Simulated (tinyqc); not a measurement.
Inside a calculation. Method: geometry optimisation on the LDA (VWN5)/sto-3g surface (energies and gradients from PySCF), for H3+, spin multiplicity 1. Computed by tinyqc, a small Python program that keeps every step (integrals from PySCF). Settings: charge = 1, multiplicity = 1, basis = sto-3g, functional = lda,vwn, optimiser = sd, first Hessian = 0.6, largest step = 0.5, iteration cap = 30. Command: `OMP_NUM_THREADS=1 python tinyqc.py 28111 28112 out.jsonl` (the two numbers bound the seeds that draw the settings). One thread of a shared host (Intel(R) Xeon(R) Processor @ 2.60GHz), about 3 s of CPU time with the checks.

positions at the start (bohr), order 1H, 2H, 3H:
$$\begin{pmatrix}
0.149288 & -0.139840 & -0.056692 \\
-0.032125 & -0.007559 & 1.634613 \\
-0.003779 & 1.441861 & 0.823921
\end{pmatrix}$$

Stop when the largest gradient component is below 3e-5 hartree/bohr.

Course of the optimisation:
```
step  E (hartree)  largest gradient (hartree/bohr)
1     -1.25500517                         5.20e-02
2     -1.26217026                         7.97e-03
3     -1.26235931                         3.84e-03
4     -1.26242684                         2.70e-03
5     -1.26246319                         2.13e-03
6     -1.26248401                         1.64e-03
7     -1.26249595                         1.24e-03
8     -1.26250276                         9.36e-04
9     -1.26250662                         7.03e-04
10    -1.26250880                         5.27e-04
11    -1.26251003                         3.95e-04
12    -1.26251073                         2.96e-04
13    -1.26251111                         2.21e-04
14    -1.26251133                         1.66e-04
15    -1.26251145                         1.24e-04
16    -1.26251152                         9.26e-05
17    -1.26251156                         6.92e-05
18    -1.26251158                         5.17e-05
19    -1.26251159                         3.87e-05
20    -1.26251160                         2.89e-05
```

Can the last value be used, and what does the course show?

Yes. Converged in 20 steps.
